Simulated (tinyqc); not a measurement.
# A spin-degenerate level with charging energy between two leads, rate equations, step by step

Numbers from tinyqc (`OMP_NUM_THREADS=1 python tinyqc.py 2780020 2780021 out.jsonl`; about 0.01 s on one thread of a shared Intel Xeon 2.30GHz). Printed values are rounded.

States 0, up, down and 2 with energies 0, e1 - Ez/2, e1 + Ez/2 and 2 e1 + U. mu_L = +V/2, mu_R = -V/2 (meV), f(x) = 1/(1 + exp(x/kB T)). A transition that adds one electron of given spin at the energy E has the rate G f(E - mu) from each lead, and its reverse G [1 - f(E - mu)]. I counts electrons leaving the left lead, times q.

Inputs (values chosen for the exercise):
```
symbol,value,unit,meaning
U,3.3,meV,charging energy of the second electron
e1,-3.64,meV,level
GL,0.21,1/ns,tunnel rate to the left lead
GR,3.8,1/ns,tunnel rate to the right lead
T,0.54,K,temperature
V,7.9,mV,bias
Ez,0,meV,Zeeman splitting
dt,0.28,ns,time step
```

Constants: q = 1.602176634e-19 C, kB = 1.380649e-23 J/K, Vt = kB T/q. Results are converted to the units shown.

Range of the model: Rate equations need hbar G well below kB T; cotunnelling and the Kondo effect are left out.

## Transition energies and Fermi factors

Transition energies: 0-up e1 - Ez/2, 0-down e1 + Ez/2, up-2 e1 + U + Ez/2, down-2 e1 + U - Ez/2.

```
transition    E (meV)        fL  fR (1e-3)
0-up        -3.640000  1.000000   1.277141
0-down      -3.640000  1.000000   1.277141
up-2        -0.340000  1.000000   0.000000
down-2      -0.340000  1.000000   0.000000
```

## Rate matrix

dp/dt = W p; W_ji is the rate from state i to j, and each column sums to zero.

W (1/ns):
```
              0         up       down          2
0     -0.429706   3.795147   3.795147   0.000000
up     0.214853  -4.005147   0.000000   3.800000
down   0.214853   0.000000  -4.005147   3.800000
2      0.000000   0.210000   0.210000  -7.600000
```

## Steady state and current

Steady state: W p = 0 with sum p = 1. I = q GL sum over transitions i-j of [fL p_i - (1 - fL) p_j].

p: 0 0.8957734, up 0.0507121, down 0.0507121, 2 0.0028025
mean number of electrons = 0.1070291
I = 63.69035 pA

In units of q GL GR/(GL + GR) = 31.9 pA the current is 2.00; two independent spin channels fully inside the bias window would give 2.

## Step 1: time step

p at the start: 0 1, up 0, down 0, 2 0

Explicit Euler step: p(new) = p + dt W p.

p after step 1: 0 0.8796822, up 0.0601589, down 0.0601589, 2 0.0000000

## Step 2: time step

As before.

p after step 2: 0 0.9016954, up 0.0456149, down 0.0456149, 2 0.0070747

## Relaxation from the empty dot

Stop when no probability changes by more than 1e-8 in a step, or after 60 steps.

Course of the iteration:
```
step       p(0)      p(up)    p(down)       p(2)  largest change
1         0.880      0.060      0.060      0.000           0.120
2         0.902      0.046      0.046      0.007          0.0220
3         0.890      0.056      0.056     -0.003          0.0115
4         0.903      0.044      0.044      0.010          0.0124
5         0.887      0.059      0.059     -0.006          0.0152
6         0.906      0.040      0.040      0.013          0.0189
7         0.883      0.064      0.064     -0.010          0.0236
8         0.912      0.034      0.034      0.019          0.0293
...         ...        ...        ...        ...             ...
53     -318.011    318.958    318.958   -318.904             575
54      398.126   -397.180   -397.180    397.233             716
55     -493.894    494.841    494.841   -494.787             892
56      617.207   -616.260   -616.260    616.314            1110
57     -766.781    767.727    767.727   -767.674            1380
58      957.114   -956.167   -956.167    956.221            1720
59    -1190.169   1191.116   1191.116  -1191.062            2150
60     1484.487  -1483.540  -1483.540   1483.594            2670
```

The change grows and flips sign each step, and probabilities leave the range 0 to 1. The largest decay rate of W is 8.02 1/ns, so a step multiplies that mode by 1 - dt times the rate = -1.25, beyond -1; stability needs dt below 0.249 ns. In reruns, dt = 0.12 ns settles in 25 steps; implicit steps, p(new) = (1 - dt W)^(-1) p, at the original dt = 0.28 ns settle in 22 steps.
